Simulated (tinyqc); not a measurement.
Transfer-length model of a contact: two steps of the calculation.

A metal contact of length d and width W on a thin layer of the same width. The metal has no resistance, the sheet resistance under it equals Rsh, and current enters the layer at the front edge x = 0.

Inputs (values chosen for the exercise):
```
symbol,value,unit,meaning
d,0.0065,um,contact length
W,0.44,um,contact width
```

Problem 1. Straight-line fit. Pairs of such contacts at gaps L have R_T = Rsh L/W + 2 Rc. The values of R_T were made from Rsh and rc with a random scatter of 2 % and are treated as data. Least squares: slope = sum (L - mean L)(R_T - mean R_T)/sum (L - mean L)^2, intercept = mean R_T - slope mean L. Rsh = slope W, Rc = intercept/2, and A = Rc/slope is half the distance from the origin to the zero of the line.

```
gap  L (um)  R_T (ohm)
1      0.16     2082.5
2      0.31     2465.1
3      0.59     3219.7
4       1.1     4575.3
```

Give: slope; intercept; Rsh; Rc; A.

Solution 1.

slope = 2658 ohm/um
intercept = 1650 ohm
Rsh = 1170 ohm/sq
Rc = 825.1 ohm
A = 0.3104 um

Problem 2. Transfer length. A = Lt coth(d/Lt) is solved for Lt, starting from Lt = A. Newton step for Lt - A tanh(d/Lt) = 0: Lt(new) = Lt - [Lt - A tanh(d/Lt)]/[1 + A d/(Lt cosh(d/Lt))^2].

A = 0.31035532 um
Lt after iteration 1 = 0.012729709 um

Find: Lt after iteration 2.

Solution 2.

Lt after iteration 2 = 0.02519 um

Program tinyqc, `OMP_NUM_THREADS=1 python tinyqc.py 2760105 2760106 out.jsonl`; Intel Xeon 2.30GHz, shared host, one thread, about 0.01 s.
